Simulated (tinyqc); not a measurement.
Comparisons within one model: quantum-confined Stark effect in a modulator well. A value that a table varies takes the place of the one given here.

Envelopes on cells of 0.5 angstrom over the well |z| < L/2 and 45 angstrom of barrier on each side, psi = 0 beyond, psi'/m continuous (mean mass between points), c = hbar^2/2m0. The electron sees + e F z and the hole - e F z, each with its offset in the barriers; 1 kV/cm = 1e-5 eV/angstrom. Light holes, band mixing and escape by tunnelling are left out.

Exciton: in-plane function exp(-rho/lam), 1/mu = 1/me + 1/mp, E(lam) = c/(mu lam^2) - (q/eps) times the integral over k of Fm(k)(1 + (k lam/2)^2)^(-3/2), Fm(k) the double integral of psi_e^2 psi_h^2 exp(-k |z - z'|), q = e^2/(4 pi eps0); binding Eb = -E at the minimum. Line at Eg + E_e + E_h - Eb, strength proportional to overlap^2/lam^2.

Constants: hbar^2/2m0 = 3.80998211 eV angstrom^2; e^2/(4 pi eps0) = 14.39964547 eV angstrom; hc = 1239.841984 eV nm.

Inputs chosen for the exercise (near those of a Ge well in SiGe, direct gap; not measured data): L = 84 angstrom (well width); Vc = 0.351 eV (conduction offset); Vv = 0.114 eV (heavy-hole offset); me = 0.0423 m0 (electron, well); meb = 0.0534 m0 (electron, barrier); mh = 0.214 m0 (heavy hole along z, well); mhb = 0.237 m0 (heavy hole, barrier); Eg = 0.845 eV (gap of the well); mp = 0.073 m0 (heavy hole in the plane); eps = 15.3 (dielectric constant); Fs = (0, 15, 31, 46, 64, 82, 103) kV/cm (fields); Ls = (56, 74, 92, 112, 136, 164) angstrom (widths); F_L = 47 kV/cm (field for this table); F = 47 kV/cm (field).

## Raising the field

All quantities anew; shifts from zero field.

Results:
```
F (kV/cm)  dE_e (meV)  dE_h (meV)  Eb (meV)  line shift (meV)  overlap^2  relative strength
0                0.00        0.00      4.30              0.00      0.995              1.000
15              -0.06       -0.23      4.29             -0.29      0.987              0.989
31              -0.28       -0.97      4.27             -1.22      0.960              0.954
46              -0.61       -2.12      4.24             -2.67      0.922              0.903
64              -1.18       -4.04      4.18             -5.09      0.863              0.827
82              -1.93       -6.49      4.12             -8.24      0.794              0.742
103             -3.04       -9.96      4.04            -12.73      0.710              0.641
```

The line shift grows with exponent 1.99 in F at low field and 1.91 at the end, still close to the quadratic law. The hole gives 78 % of the level shift in the second row and 77 % in the last. The largest shift is 3.0 times the zero-field binding, yet 94 % of the binding survives, since the walls stop the field from pulling the pair apart. The strength keeps 64 %.

## Width of the well

Zero-field line, its shift at F_L and the relative strength.

Results:
```
L (angstrom)  line at F = 0 (nm)  Eb (meV)  shift (meV)  relative strength  shift x strength (meV)
56                        1279.4      4.55        -1.10              0.974                    1.07
74                        1332.1      4.39        -2.02              0.936                    1.90
92                        1366.6      4.23        -3.53              0.859                    3.03
112                       1392.2      4.08        -6.02              0.717                    4.32
136                       1412.5      3.91       -10.20              0.500                    5.10
164                       1427.8      3.73       -16.59              0.269                    4.47
```

The shift grows with exponent 2.18 in L over the first two rows and 2.60 over the last two, against 4 for hard walls at second order; leakage lowers it in narrow wells and saturation in wide ones. The strength falls from 0.97 to 0.27, and the product of the two is largest at 136 angstrom.

## What each parameter does

Zero-field line, shift at F, overlap^2 and Eb at F. Each row changes one parameter from the base and keeps the others.

Results:
```
case             line (nm)  shift (meV)  overlap^2  Eb (meV)
base                1353.0        -2.78      0.919      4.23
L = 74 angstrom     1332.1        -2.02      0.947      4.35
F = 38 kV/cm        1353.0        -1.83      0.944      4.26
Vc = 0.281 eV       1359.0        -2.89      0.911      4.21
Vv = 0.143 eV       1351.9        -2.53      0.925      4.26
me = 0.0486 m0      1359.0        -2.78      0.919      4.53
mh = 0.182 m0       1351.1        -2.73      0.927      4.22
eps = 13.8          1354.2        -2.76      0.919      5.06
```

The largest shifts from the base row, up to three for each result and ties (the steps differ in size, so this ranks the rows, not the parameters). line (nm): L -20.8, me +6.0, Vc +6.0; unchanged at the printed digits by F. shift (meV): F +0.95, L +0.76, Vv +0.25; unchanged at the printed digits by me. overlap^2: L +0.028, F +0.025, mh +0.008, Vc -0.008; unchanged at the printed digits by me and eps. Eb (meV): eps +0.83, me +0.29, L +0.11.

Run: tinyqc, `OMP_NUM_THREADS=1 python tinyqc.py 1251065 1251066 out.jsonl`; Intel(R) Xeon(R) Processor @ 2.30GHz, one thread, shared host; about 0.09 s of CPU time with all checks.
